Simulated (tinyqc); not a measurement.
Single-oscillator infrared dielectric function of a polar cubic crystal: one step, computed by the program tinyqc.

One ion pair, charges +Z* and -Z*, in a cell of volume Omega = a^3/4. Frequencies omega are given as wavenumbers (1/cm); eps_s is the static dielectric constant.

Question. LO frequency and static constant from the Born charge. mu = M_A M_B/(M_A + M_B); ionic plasma term W^2 = 4 pi Z*^2 (e^2/(4 pi eps_0))/(Omega mu) in eV/(angstrom^2 u), turned into 1/cm by W = 15.6333042 x 33.35640952 x sqrt(W^2); omega_LO^2 = omega_TO^2 + W^2/eps_inf; eps_s = eps_inf + W^2/omega_TO^2; Szigeti charge 3 Z*/(eps_inf + 2); longitudinal (Callen) charge Z*/eps_inf.

Inputs (values chosen for the exercise, modelled on magnesium oxide):

| quantity | value | unit |
|---|---|---|
| lattice constant a | 4.21 | angstrom |
| mass M_A | 24.305 | u |
| mass M_B | 15.999 | u |
| omega_TO | 401 | 1/cm |
| Born charge Z* | 1.95 | e |
| eps_inf | 2.87 | - |

Structure: rock salt. Free carriers: absent.

Constants: nu for 1 eV/(angstrom^2 u) = 15.6333042 THz; 1 THz = 33.35640952 1/cm; e^2/(4 pi eps_0) = 14.39964548 eV angstrom.

Give: reduced mass mu; W; omega_LO; eps_s; Szigeti charge; Callen charge.

Answer.

reduced mass mu = 9.648 u

W = 1020 1/cm

omega_LO = 723.2 1/cm

eps_s = 9.335

Szigeti charge = 1.201 e

Callen charge = 0.6794 e

omega_LO/omega_TO = 1.804; the ions supply 69 % of eps_s, as in a strongly ionic or soft-mode crystal.
